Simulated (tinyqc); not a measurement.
Plane-wave Kohn-Sham cycle with exchange-only LDA in a layered model solid, step by step. Computed by tinyqc, a small Python program that keeps every step. Settings: points = 16, plane-wave index or count = 2, electrons = 4, k points = 4, area = 22.0, mixing = 0.8, iteration cap = 53, Pulay depth = 5. Command: `OMP_NUM_THREADS=1 python tinyqc.py 21028 21029 out.jsonl` (the two numbers bound the seeds that draw the settings). One thread of a shared host (Intel(R) Xeon(R) Processor @ 2.60GHz), about 0.02 s of CPU time with the checks. Later iterations appear only in the table of the cycle.

## Iteration 1: potential

A solid whose potential varies along x alone (atomic units):
```
parameter                      value
period a                   11.600000
cross-section of the cell  22.000000
electrons per cell                 4
grid points                       16
plane waves -n..n, n               2
k points                           4
V1 in V1 cos(2 pi x/a)     -0.610000
V2 in V2 cos(4 pi x/a)     -0.010000
```

density at the start, on the grid x_j = j a/N (e/bohr^3): [0.01567398, 0.01567398, 0.01567398, 0.01567398, 0.01567398, 0.01567398, 0.01567398, 0.01567398, 0.01567398, 0.01567398, 0.01567398, 0.01567398, 0.01567398, 0.01567398, 0.01567398, 0.01567398]

V_H(G) = 4 pi rho(G)/G^2 for G != 0 (uniform background); v_x = -(3 rho/pi)^(1/3); V = V_ext + V_H + v_x; Fourier components f(G_m) = (1/N) sum_j f(x_j) exp(-i G_m x_j).

Potentials on the grid (hartree):
```
x              V_ext       V_H        v_x          V
0.000000   -0.620000  0.000000  -0.246443  -0.866443
0.725000   -0.570638  0.000000  -0.246443  -0.817081
1.450000   -0.431335  0.000000  -0.246443  -0.677778
2.175000   -0.226366  0.000000  -0.246443  -0.472809
2.900000    0.010000  0.000000  -0.246443  -0.236443
3.625000    0.240508  0.000000  -0.246443  -0.005935
4.350000    0.431335  0.000000  -0.246443   0.184892
5.075000    0.556495  0.000000  -0.246443   0.310052
5.800000    0.600000  0.000000  -0.246443   0.353557
6.525000    0.556495  0.000000  -0.246443   0.310052
7.250000    0.431335  0.000000  -0.246443   0.184892
7.975000    0.240508  0.000000  -0.246443  -0.005935
8.700000    0.010000  0.000000  -0.246443  -0.236443
9.425000   -0.226366  0.000000  -0.246443  -0.472809
10.150000  -0.431335  0.000000  -0.246443  -0.677778
10.875000  -0.570638  0.000000  -0.246443  -0.817081
```

V(G_m), m = 0, 1, 2, ... (hartree): [-0.246443, -0.305000, -0.005000, 0.000000, 0.000000]

## Iteration 1: Hamiltonian at one k

k = 0.125000 2 pi / a

H(m,m') = (k + G_m)^2/2 delta + V(G_m - G_m'), with V(-G) = V(G).

H (hartree), order -2, -1, +0, +1, +2:
```
[[0.269280, -0.305000, -0.005000, 0.000000, 0.000000],
 [-0.305000, -0.134130, -0.305000, -0.005000, 0.000000],
 [-0.005000, -0.305000, -0.244151, -0.305000, -0.005000],
 [0.000000, -0.005000, -0.305000, -0.060783, -0.305000],
 [0.000000, 0.000000, -0.005000, -0.305000, 0.415974]]
```

## Iteration 1: levels at that k

Diagonalise the Hermitian matrix.

eigenvalues (hartree): [-0.656244, -0.251279, 0.095852, 0.463085, 0.594776]

## Iteration 1: new density

Motion across x is left out: the lowest 2 band(s) hold two electrons at each of the k points (j + 1/2)/nk - 1/2. Residual R = rho(out) - rho(in); rho(new) = rho(in) + 0.8 R. rho(out) = 2/(a A nk) sum |psi|^2 with psi = sum c exp(i G x). Harris energy E = band energy - dV sum rho (V_H/2 + v_x) + (3/4) dV sum rho v_x with rho(in), dV = a A/N, band energy = (2/nk) sum of the filled levels.

rho(out) (e/bohr^3): [0.02988166, 0.03197236, 0.03307037, 0.02621174, 0.01393028, 0.00440300, 0.00072807, 0.00010882, 0.00005275, 0.00010882, 0.00072807, 0.00440300, 0.01393028, 0.02621174, 0.03307037, 0.03197236]

density after iteration 1 (e/bohr^3): [0.02704012, 0.02871268, 0.02959109, 0.02410419, 0.01427902, 0.00665720, 0.00371725, 0.00322186, 0.00317700, 0.00322186, 0.00371725, 0.00665720, 0.01427902, 0.02410419, 0.02959109, 0.02871268]

energy per cell = -1.56166398 hartree

## Iteration 2: potential

As before.

Potentials on the grid (hartree):
```
x              V_ext        V_H        v_x          V
0.000000   -0.620000   0.634015  -0.295570  -0.281555
0.725000   -0.570638   0.595410  -0.301542  -0.276770
1.450000   -0.431335   0.471071  -0.304587  -0.264851
2.175000   -0.226366   0.258577  -0.284460  -0.252249
2.900000    0.010000  -0.007065  -0.238904  -0.235969
3.625000    0.240508  -0.264858  -0.185248  -0.209598
4.350000    0.431335  -0.465823  -0.152545  -0.187033
5.075000    0.556495  -0.589129  -0.145443  -0.178077
5.800000    0.600000  -0.630380  -0.144765  -0.175145
6.525000    0.556495  -0.589129  -0.145443  -0.178077
7.250000    0.431335  -0.465823  -0.152545  -0.187033
7.975000    0.240508  -0.264858  -0.185248  -0.209598
8.700000    0.010000  -0.007065  -0.238904  -0.235969
9.425000   -0.226366   0.258577  -0.284460  -0.252249
10.150000  -0.431335   0.471071  -0.304587  -0.264851
10.875000  -0.570638   0.595410  -0.301542  -0.276770
```

V(G_m), m = 0, 1, 2, ... (hartree): [-0.229112, -0.026967, 0.001571, 0.000432, -0.001554]

## Iteration 2: Hamiltonian at one k

k = 0.125000 2 pi / a

As before.

H (hartree), order -2, -1, +0, +1, +2:
```
[[0.286611, -0.026967, 0.001571, 0.000432, -0.001554],
 [-0.026967, -0.116799, -0.026967, 0.001571, 0.000432],
 [0.001571, -0.026967, -0.226820, -0.026967, 0.001571],
 [0.000432, 0.001571, -0.026967, -0.043452, -0.026967],
 [-0.001554, 0.000432, 0.001571, -0.026967, 0.433305]]
```

## Iteration 2: levels at that k

As before.

eigenvalues (hartree): [-0.236601, -0.113123, -0.040699, 0.288410, 0.434857]

## Iteration 2: new density

B (overlaps of the stored error matrices):
```
[[2.9959723e-03, -1.9009544e-03],
 [-1.9009544e-03, 1.2152400e-03]]
```

Motion across x is left out: the lowest 2 band(s) hold two electrons at each of the k points (j + 1/2)/nk - 1/2. Residual R = rho(out) - rho(in); rho(new) = rho(in) + 0.8 R; Pulay mixing then takes sum c_i of the stored mixed densities, with c from B_ij = sum R_i R_j as in DIIS. rho(out) = 2/(a A nk) sum |psi|^2 with psi = sum c exp(i G x). Harris energy E = band energy - dV sum rho (V_H/2 + v_x) + (3/4) dV sum rho v_x with rho(in), dV = a A/N, band energy = (2/nk) sum of the filled levels.

rho(out) (e/bohr^3): [0.01804950, 0.01810223, 0.01807303, 0.01758917, 0.01646224, 0.01487825, 0.01328156, 0.01212627, 0.01170867, 0.01212627, 0.01328156, 0.01487825, 0.01646224, 0.01758917, 0.01807303, 0.01810223]

DIIS coefficients: [0.388886, 0.611114]

density after iteration 2 (e/bohr^3): [0.02264469, 0.02352533, 0.02396002, 0.02091906, 0.01534638, 0.01067639, 0.00839316, 0.00757514, 0.00734806, 0.00757514, 0.00839316, 0.01067639, 0.01534638, 0.02091906, 0.02396002, 0.02352533]

energy per cell = -1.08807331 hartree

## Convergence

Stop when sqrt(dV sum R^2) is below 1e-8, dV = a A/N.

Course of the cycle:
```
iteration  E (hartree)  norm of the residual
1          -1.56166398              2.19e-01
2          -1.08807331              1.39e-01
3          -1.00867744              5.69e-02
4          -1.03209851              7.78e-02
5          -1.63772084              2.37e-01
6          -0.98975938              2.38e-02
7          -0.98646807              5.77e-03
8          -0.98773286              1.61e-02
9          -0.98729999              1.32e-02
10         -0.98639647              1.55e-03
11         -0.98638425              1.67e-04
12         -0.98638422              1.28e-04
13         -0.98638416              2.55e-05
14         -0.98638416              7.07e-08
15         -0.98638416              9.17e-11
```

Converged in 15 iterations. Before convergence this energy mixes input and output and is not variational, so it may rise towards its limit.
